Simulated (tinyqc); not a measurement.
Programming of a floating-gate cell by Fowler-Nordheim tunnelling: one step of the calculation.

Per tunnel area the floating gate has Ctun = 3.9 eps0/tox to the channel (0 V) and Ccg to the control gate, Ct = Ctun/(1 - ag), no other coupling. With the threshold shift U = -Q/Ccg the field is F = ag (Vg - U)/tox, and dU/dt = J/Ccg. Fowler-Nordheim: J = A F^2 exp(-B/F), A = q^2/(16 pi^2 hbar mo phi) (times 1e14 for A/cm^2 with F in V/nm, emitter mass m0), B = (4/3) sqrt(mo/C) phi^1.5, C = hbar^2/(2 m0).

Task. Explicit time steps against the exact solution. U(new) = U + dt J(F(U))/Ccg. Exact: exp(B/F(t)) = exp(B/F(0)) + K t, K = A B ag/(Ccg tox), and U = Vg - tox F/ag.

Parameters, values chosen for the exercise; oxide values close to those of silicon dioxide: tunnel barrier phi = 3.14 eV; tunnelling mass mo = 0.42 m0; tunnel oxide thickness tox = 6.4 nm; coupling ratio Ccg/Ct ag = 0.65; threshold shift at the start Vt0 = -1.8 V; control-gate voltage Vg = 9.7 V; time step dt = 1.3 us; steps n = 12.

Constants: q = 1.602176634e-19 C, hbar = 1.054571817e-34 J s, m0 = 9.1093837015e-31 kg, eps0 = 8.8541878128e-14 F/cm where lengths are in cm, hbar^2/(2 m0) = 0.0380998212 eV nm^2. Results are converted to the units shown.

Find: t; F; J; U by steps; U exact.

Result.

```
step  t (us)  F (V/nm)  J (A/cm^2)  U by steps (V)  U exact (V)
0          0     1.168      0.1106          -1.800       -1.800
1      1.300     1.153     0.08260          -1.657       -1.674
2      2.600     1.143     0.06613          -1.549       -1.574
3      3.900     1.134     0.05518          -1.464       -1.491
4      5.200     1.127     0.04735          -1.392       -1.421
5      6.500     1.120     0.04146          -1.331       -1.360
6      7.800     1.115     0.03686          -1.277       -1.306
7      9.100     1.110     0.03317          -1.229       -1.257
8      10.40     1.106     0.03015          -1.186       -1.214
9      11.70     1.102     0.02762          -1.147       -1.174
10     13.00     1.098     0.02548          -1.111       -1.137
11     14.30     1.095     0.02364          -1.078       -1.104
12     15.60     1.092     0.02204          -1.047       -1.072
```

Range of the model: Programming fields of 10 MV/cm and more wear the oxide; trapping and the channel potential are ignored.

Program tinyqc, `OMP_NUM_THREADS=1 python tinyqc.py 2130162 2130163 out.jsonl`; Intel Xeon 2.30GHz, shared host, one thread, about 0.02 s.
